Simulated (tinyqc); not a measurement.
Single-electron transistor, orthodox theory and master equation: one step of the calculation.

A metal island with n extra electrons joins the left lead (voltage V) and the right lead (0 V) by tunnel junctions and couples to a gate. Cs = CL + CR + Cg. Adding electron n + 1 costs mu(n) = [q (n + 1/2) - CL V - Cg Vg]/Cs (in volts); the Fermi levels are -V (left) and 0 (right). A jump that gains the energy W has the rate G(W) = (W/q)/(R [1 - exp(-W/Vt)]), W in volts, Vt = kB T/q. Sequential tunnelling only; I > 0 flows from left to right.

Problem. Tunnelling rates. Onto the island: from the left W = -V - mu(n), from the right W = -mu(n); off the island (n + 1 to n): to the left W = mu(n) + V, to the right W = mu(n).

Values chosen for this exercise:
- RL = 81 kohm (resistance of the left junction)
- RR = 1600 kohm (resistance of the right junction)
- T = 7.3 K (temperature)
- V = 39 mV (bias of the left lead)

Constants: q = 1.602176634e-19 C, kB = 1.380649e-23 J/K, Vt = kB T/q. Results are converted to the units shown.

mu(n), n to n + 1, n -1 to 1 (mV): -42.574249  -25.178194  -7.782140

Wanted: on from left; on from right; off to left; off to right.

Solution.

```
n to n + 1, n  on from left (1/ns)  on from right (1/ns)  off to left (1/ns)  off to right (1/ns)
-1                           276.4                 166.1              0.9416            6.728e-28
0                         3.055e-7                 98.22                1065            4.071e-16
1                        6.745e-19                 30.36                2406             1.287e-4
```

Range of the model: Cotunnelling, which dominates deep in the blockade, is left out. A junction resistance within a factor of four of h/q^2 = 25.8 kohm strains the orthodox theory.

Numbers from tinyqc (`OMP_NUM_THREADS=1 python tinyqc.py 2780038 2780039 out.jsonl`; about 0.01 s on one thread of a shared Intel Xeon 2.30GHz).
